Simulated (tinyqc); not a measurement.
# Worked calculation: ESD clamp with bipolar snapback, compact model and design window

Program tinyqc, `OMP_NUM_THREADS=1 python tinyqc.py 2670070 2670071 out.jsonl`; Intel Xeon 2.30GHz, shared host, one thread, about 0.01 s. Printed values are rounded.

The drain junction multiplies the current that enters it: Igen = (M - 1)(Ic + I0), M = 1/(1 - (Vj/BV)^n). The generated holes leave through the substrate resistance and the base of the parasitic npn: Igen = Vb/Rb + Ic/be, Ic = Is exp(Vb/Vt). Terminal current I = Ic + I0 + Igen and voltage V = Vj + I Ro, per width. Isothermal, constant gain.

Values chosen for this exercise; values close to those of grounded-gate n-channel clamps:
- T = 300 K (temperature)
- BV = 11.3 V (junction breakdown voltage)
- n = 4.8 (exponent of the multiplication)
- be = 4.2 (current gain of the parasitic npn)
- Is = 1.8e-17 A/um (saturation current)
- I0 = 4.8e-12 A/um (junction leakage)
- Rb = 31000 ohm um (substrate resistance)
- Ro = 470 ohm um (drain ballast and contact resistance)
- It2 = 7.9 mA/um (failure current for 100 ns)
- Wf = 40 um (finger width)
- Nf = 8 (number of fingers)
- Lv = 2 kV (human-body-model level)
- Vox = 11.8 V (oxide breakdown voltage for 100 ns)
- Vdd = 5 V (supply voltage)

Constants: q = 1.602176634e-19 C, kB = 1.380649e-23 J/K, Vt = kB T/q. Results are converted to the units shown.

## The snapback curve

| point | Vb (V) |
|---|---|
| 0 | 0.05 |
| 1 | 0.3 |
| 2 | 0.427 |
| 3 | 0.487 |
| 4 | 0.537 |
| 5 | 0.662 |
| 6 | 0.777 |
| 7 | 0.797 |
| 8 | 0.827 |

For given Vb: Ic, Igen, M = 1 + Igen/(Ic + I0), Vj = BV (1 - 1/M)^(1/n), I and V.

| point | Ic (uA/um) | M | Vj (V) | I (uA/um) | V (V) |
|---|---|---|---|---|---|
| 0 | 1.24519e-10 | 3.36014e5 | 11.3000 | 1.61291 | 11.3008 |
| 1 | 1.97265e-6 | 1.42890e6 | 11.3000 | 9.67743 | 11.3045 |
| 2 | 2.68261e-4 | 50445.0 | 11.3000 | 13.7745 | 11.3064 |
| 3 | 0.00273220 | 5740.98 | 11.2996 | 15.7131 | 11.3070 |
| 4 | 0.0189006 | 917.515 | 11.2974 | 17.3460 | 11.3056 |
| 5 | 2.37894 | 10.2147 | 11.0600 | 24.3002 | 11.0715 |
| 6 | 203.375 | 1.36134 | 8.57171 | 276.862 | 8.70184 |
| 7 | 440.842 | 1.29641 | 8.30939 | 571.514 | 8.57800 |
| 8 | 1406.89 | 1.25706 | 8.11837 | 1768.54 | 8.94959 |

V peaks at Vt1 = 11.31 V and falls to Vh = 8.578 V: once the npn supplies current, a small M feeds the base. At high current M tends to 1 + 1/be and Vj to BV (1 + be)^(-1/n) = 8.015 V.

## Iteration 1: base voltage at the failure current

Vb at the start = 0.74 V

I(Vb) = Ic (1 + 1/be) + I0 + Vb/Rb, I' = Ic (1 + 1/be)/Vt + 1/Rb; Newton steps on ln I: Vb(new) = Vb - ln(I/It2) I/I'. V follows from the introduction.

I = 0.0840547 mA/um
V = 9.47906 V
I' = 2.36027 mS/um
Vb after iteration 1 = 0.901792 V

## Iteration 2: base voltage at the failure current

As before.

I = 31.4681 mA/um
V = 22.8116 V
I' = 1216.15 mS/um
Vb after iteration 2 = 0.866030 V

## Course of the iteration: base voltage at the failure current

Stop when Vb changes by less than 1e-10 V, or after 20 iterations. Vb must stay between 0 and 8 V.

Course of the iteration:

| iteration | Vb (V) | \|change\| (V) |
|---|---|---|
| 1 | 0.901792 | 0.162 |
| 2 | 0.866030 | 0.0358 |
| 3 | 0.865994 | 3.56e-5 |
| 4 | 0.865994 | 8.12e-11 |

Converged in 4 iterations. At the end the number of correct digits about doubles with each step.

## Design window and human-body level

Vt1 = 11.3070 V
Vh = 8.57800 V
Vt2 = 11.7528 V

Human-body model: 100 pF through 1500 ohm, peak current about (level - Vt2)/1500 ohm, decay time 150 ns. All fingers turn on before the first fails if Vt2 > Vt1; then the clamp carries Nf Wf It2, otherwise in the worst case Wf It2. Margins: Vh - 1.1 Vdd against latching in operation, Vox - max(Vt1, Vt2) for the protected oxide.

peak current = 1.32550 A
current the clamp carries = 2.528 A
level it withstands = 3.80375 kV
holding margin = 3.07800 V
oxide margin = 0.0472055 V

All fingers conduct; the clamp passes the level. Both margins are positive.
